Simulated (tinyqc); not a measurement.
Switching kinetics of a ferroelectric film and the memory window of a ferroelectric gate stack: one step, computed by the program tinyqc.

Fields in MV/cm; 1 microcoulomb/cm^2 over eps_0 is 11.29409 MV/cm. In the stack (metal, ferroelectric, interlayer, channel) the channel is taken as a conductor.

Problem. Fields in the stack. Series stack: V = E_F t_F + E_I t_I and eps_I E_I = eps_F E_F + (1 - s) P/eps_0. Before switching P = -P_r, after it P = +P_s; in retention V = 0 and P = +P_r.

Inputs (values chosen for the exercise, for a model film):
```
quantity                                 value               unit
saturation polarisation P_s                 18  microcoulomb/cm^2
ratio P_r/P_s                             0.88                  -
coercive field E_c                        0.81              MV/cm
permittivity of the ferroelectric eps_F     34                  -
thickness t_F                               19                 nm
permittivity of the interlayer eps_I       7.5                  -
interlayer thickness t_I                   1.8                 nm
share s of P screened by trapped charge   0.97                  -
pulse height V                             3.9                  V
```

Give: E_F before switching; E_F after switching; E_I after switching; depolarising field in retention; depolarising field over E_c.

Solution.

E_F before switching = 1.4834 MV/cm

E_F after switching = 1.3820 MV/cm

E_I after switching = 7.0784 MV/cm

depolarising field in retention = 0.047425 MV/cm

depolarising field over E_c = 0.058550
